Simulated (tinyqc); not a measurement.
Inside a calculation: fitting sp3s* parameters to three gaps by Newton steps. Values are carried at full precision from step to step, so a last printed digit may differ when a step is redone from the rounded ones.

sp3s* tight binding, nearest neighbours only: anion (a) at 0, cation (c) at a/4 (1,1,1), orbitals s, px, py, pz, s* on each; k in units of 2 pi/a. With phases e_j = exp(i (pi/2) k.n_j) for n = (1,1,1), (1,-1,-1), (-1,1,-1), (-1,-1,1): g0 = (e1+e2+e3+e4)/4, g1 = (e1+e2-e3-e4)/4, g2 = (e1-e2+e3-e4)/4, g3 = (e1-e2-e3+e4)/4. The diagonal holds the levels Esa, Epa, Exa (s*) and Esc, Epc, Exc. Anion-cation block: <sa|sc> = Vss g0; <sa|xc> = Vsapc g1; <xa|sc> = -Vscpa g1; <xa|xc> = Vxx g0; <xa|yc> = <ya|xc> = Vxy g3, <xa|zc> = <za|xc> = Vxy g2, <ya|zc> = <za|yc> = Vxy g1; <s*a|xc> = Vxapc g1; <xa|s*c> = -Vpaxc g1; y and z take g2 and g3 in place of g1; s-s* and s*-s* vanish.

Gaps are level 5 at Gamma, X = (1,0,0) and L = (1/2,1/2,1/2) less level 4 at Gamma; no spin-orbit coupling. Free parameters: Vss, Vxapc and Vpaxc. H is linear in them, so by Hellmann-Feynman J_ij = <u|dH/dp_j|u> for level 5 at point i less the same for level 4 at Gamma. Newton: p(new) = p + J^-1 (target - gaps); stop when all misses are below 1e-7 eV.

Values chosen for the exercise (out of a larger set: near a published set for AlAs, fitted to gaps, whose masses and valley positions are rough; not measured data): p = (-7.552, 0.975, -1.169, 3.595, 7.499, 6.72, -6.714, 1.873, 4.296, 5.133, 5.454, 4.494, 4.983) eV (start, order Esa, Epa, Esc, Epc, Exa, Exc, Vss, Vxx, Vxy, Vsapc, Vscpa, Vxapc, Vpaxc); tg = (2.8509, 2.4792, 2.6594) eV (target gaps at Gamma, X, L).

## Gaps of the starting set

Compute the gaps and the misses.

gaps (eV): Gamma 3.0741, X 2.3425, L 2.6962

target less gap (eV): Gamma -0.2232, X 0.1367, L -0.0368

## The Jacobian

Form J and its singular values.

J, rows Gamma, X, L; columns Vss, Vxapc, Vpaxc:
$$\begin{pmatrix}
-0.9032 & 0.0000 & 0.0000 \\
0.0000 & -0.8592 & 0.0000 \\
-0.2509 & -0.2843 & -0.0965
\end{pmatrix}$$

singular values: [0.9630, 0.8784, 0.0885]

The gap at Gamma answers to Vss. The condition number is 10.9.

## The first Newton step

Solve J dp = target less gap; the columns of J are Vss, Vxapc and Vpaxc.

dp (eV): Vss 0.247, Vxapc -0.159, Vpaxc 0.207

## The iteration

Repeat with J formed anew.

Newton steps (eV):
```
i      Vss   Vxapc   Vpaxc   Gamma       X       L  largest miss
0  -6.7140  4.4940  4.9830  3.0741  2.3425  2.6962          0.22
1  -6.4669  4.3349  5.1904  2.8517  2.4793  2.6469         0.013
2  -6.4660  4.3350  5.1035  2.8509  2.4792  2.6590       0.00036
3  -6.4660  4.3350  5.1009  2.8509  2.4792  2.6594       3.2e-07
4  -6.4660  4.3350  5.1009  2.8509  2.4792  2.6594       2.5e-13
```

Converged in 4 steps; the miss goes 0.22, 0.013, 0.00036, 3.2e-07, about squaring each time once it is small. The largest change is 0.248 eV in Vss, for a first miss of 0.223 eV.

## Checks

- J by Hellmann-Feynman against central differences: largest difference 2.2e-10.

(tinyqc, `OMP_NUM_THREADS=1 python tinyqc.py 1452456 1452457 out.jsonl`, Intel(R) Xeon(R) Processor @ 2.30GHz, 1 thread, shared host, about 0.2 s.)
